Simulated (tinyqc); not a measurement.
Inside a calculation: Landau levels of a parabolic two-dimensional band. Values are carried at full precision from step to step, so a last printed digit may differ when a step is redone from the rounded ones.

In a field B along z: l = 1/sqrt((e/hbar) B) is the magnetic length, n_B = B/(h/e) the number of states per area in one level, hbar wc = 2 muB B/m for mass m in m0; 1/angstrom^2 = 1e16/cm^2.

Constants: e/hbar = 1.519267448e-05 1/(T angstrom^2); h/e = 413566.7697 T angstrom^2; hbar^2/2m0 = 3.80998211 eV angstrom^2; muB = 5.788381798e-05 eV/T; e^2/h = 3.874045865e-05 S.

Parameters, chosen for this exercise (near those of a two-dimensional electron gas in InGaAs; the results hold for these values, not for the real material): B = 13.3 T (magnetic field); n = 2.8 x 1e11/cm^2 (electron sheet density); m = 0.0443 m0 (mass); gs = -4.61 (g factor); gv = 1 (valleys).

## Scales set by the field

Give l, n_B and the filling factor nu = n/n_B.

l = 70.35 angstrom
n_B = 3.2159 x 1e11/cm^2
nu = 0.871

## The lowest levels

E(N, s) = (N + 1/2) hbar wc + s gs muB B with s = +/-1/2.

List the eight lowest, in meV, with the gap to the next.

Levels:
```
label  E (meV)  gap above (meV)
0+      15.604            3.549
0-      19.153           31.207
1+      50.360            3.549
1-      53.909           31.207
2+      85.117            3.549
2-      88.666           31.207
3+     119.873            3.549
3-     123.422           31.207
```

The largest of these gaps, 31.21 meV, first occurs above level 0- and is kB T at 362 K.

## Where EF lies

Each listed level takes n_B electrons. At zero temperature and without broadening EF sits in the partly filled level.

Fill the listed levels in order up to nu; give the partly filled level, its energy and its filled share.

level: 0+

EF = 15.604 meV
filled share = 0.871

## Fields of the Hall plateaus

A plateau is centred where nu = n/n_B equals 1, 2, 3, 4, 5, 6; there rho_xy = h/(nu e^2).

Plateaus:
```
nu   B (T)  1/B (1/T)  rho_xy (kohm)
1   11.580     0.0864        25.8128
2    5.790     0.1727        12.9064
3    3.860     0.2591         8.6043
4    2.895     0.3454         6.4532
5    2.316     0.4318         5.1626
6    1.930     0.5181         4.3021
```

These counts hold wherever the levels are resolved.

## Checks

- Level spacing from finite differences in the Landau gauge against hbar wc, meV: 34.73 against 34.76.

(tinyqc, `OMP_NUM_THREADS=1 python tinyqc.py 1281347 1281348 out.jsonl`, Intel(R) Xeon(R) Processor @ 2.30GHz, 1 thread, shared host, about 0.01 s.)
